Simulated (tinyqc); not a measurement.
Inside a calculation: Bethe-Salpeter matrix of a two-band square lattice (Tamm-Dancoff form). Values are carried at full precision from step to step, so a last printed digit may differ when a step is redone from the rounded ones.

One valence and one conduction band, lattice period 1, mesh k = 2 pi j/N along each axis (first index slowest). Pair energies D(k) = Eg + 2 t sum(1 - cos k), t = tc + tv. Screened attraction W(R) = U at R = 0 and V/|R| otherwise, R over the N x N cells with the nearest image; W(q) = sum_R W(R) cos(q R). H(k, k') = D(k) delta - W(k - k')/Nk + 2 J/Nk for singlets (J = 0 for triplets), Nk the number of k points. With a constant transition dipole the strength of a state is f = (sum_k A_k)^2/Nk, and the f sum to 1.

Parameters, chosen for this exercise: Eg = 5.9 eV (quasiparticle gap); tc = 0.11 eV (conduction hopping); tv = 0.17 eV (valence hopping); U = 1.95 eV (attraction in the same cell); V = 0.8 eV (attraction at one cell distance); J = 0.48 eV (exchange in the same cell); N = 3 (k points along each axis).

## Pair energies and the kernel

List D(k), W(R) and W(q) on the mesh.

Mesh values (eV):
```
index j  D(k_j)  W(R = j)  W(q_j)
j00      5.9000    1.9500  7.4127
j01      6.7400    0.8000  1.6186
j02      6.7400    0.8000  1.6186
j10      6.7400    0.8000  1.6186
j11      7.5800    0.5657  0.9157
j12      7.5800    0.5657  0.9157
j20      6.7400    0.8000  1.6186
j21      7.5800    0.5657  0.9157
j22      7.5800    0.5657  0.9157
```

## The singlet matrix

Fill in H.

H (eV), lower triangle:
```
         j00      j01      j02      j10      j11      j12      j20      j21     j22
j00   5.1830
j01  -0.0732   6.0230
j02  -0.0732  -0.0732   6.0230
j10  -0.0732   0.0049   0.0049   6.0230
j11   0.0049  -0.0732   0.0049  -0.0732   6.8630
j12   0.0049   0.0049  -0.0732  -0.0732  -0.0732   6.8630
j20  -0.0732   0.0049   0.0049  -0.0732   0.0049   0.0049   6.0230
j21   0.0049  -0.0732   0.0049   0.0049  -0.0732   0.0049  -0.0732   6.8630
j22   0.0049   0.0049  -0.0732   0.0049   0.0049  -0.0732  -0.0732  -0.0732  6.8630
```

## Exciton levels and strengths

Diagonalise. For the lowest state give the amplitudes A_k (norm 1, largest positive) and f = (sum_k A_k)^2/Nk, Nk the size of the matrix.

levels (eV): 5.1562  5.9400  5.9620  6.0805  6.0805  6.7461  6.8738  6.8738  7.0143

amplitudes of the lowest state: j00 0.983, j01 0.090, j02 0.090, j10 0.090, j11 0.005, j12 0.005, j20 0.090, j21 0.005, j22 0.005

f of the lowest state = 0.207

The lowest state lies 0.7438 eV below the gap Eg = 5.9 eV and holds 21 % of the strength, against 11 % for one free pair. On a fine mesh the triplet and singlet bindings are 1.1001 and 0.5709 eV.

## Spectrum with and without the kernel

Distinct levels with their degeneracy and summed f, for singlets, beside the sorted triplet levels and free pairs.

Singlets:
```
E (eV)  degeneracy       f
5.1562           1  0.2068
5.9400           1  0.0000
5.9620           1  0.4940
6.0805           2  0.0000
6.7461           1  0.2992
6.8738           2  0.0000
7.0143           1  0.0000
```

triplet levels (eV): 4.7346  5.5757  5.9400  6.0805  6.0805  6.5940  6.8738  6.8738  7.0143

free pairs (eV): 5.9000  6.7400  6.7400  6.7400  6.7400  7.5800  7.5800  7.5800  7.5800

6 of the 9 singlets are dark; those whose amplitude vanishes at R = 0 also feel neither U nor J. The lowest singlet lies 0.4216 eV above the lowest triplet; first order gives 2 J f = 0.6656 eV with the f of the triplet envelope. The centre of the spectrum, sum f E = 6.0300 eV, equals mean D - U + 2J = 6.0300 eV.

## Checks

- Levels from the matrix in the electron-hole distance R against those in k: they agree to 1e-10 or better.

(tinyqc, `OMP_NUM_THREADS=1 python tinyqc.py 1280211 1280212 out.jsonl`, Intel(R) Xeon(R) Processor @ 2.30GHz, 1 thread, shared host, about 0.7 s.)
